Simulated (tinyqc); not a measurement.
Wafer bonding and layer transfer: bond energy, gap closing, particles, bonding of dissimilar wafers and hydrogen blisters: one step, computed by the program tinyqc.

gamma is the energy per area of each of the two surfaces; plates are isotropic, and both wafers have E1 and t1.

Task: Bond energy from the blade test. Two cantilevers opened by t_b: gamma = 3 t_b^2 E1 t1^3 E2 t2^3/(16 L^4 (E1 t1^3 + E2 t2^3)).

Inputs (values chosen for the exercise, with wafer 1 close to silicon): Young's modulus E1 = 136 GPa; thickness t1 = 625 micrometre; blade thickness t_b = 50 micrometre; crack length L = 17.1 mm.

Pair: two equal wafers.

Give: bond energy gamma.

Result:

bond energy gamma = 0.09101 J/m^2

An error of 5 % in L changes gamma by about 20 %. This is the level of van der Waals or hydrogen bonds, as after contact at room temperature.
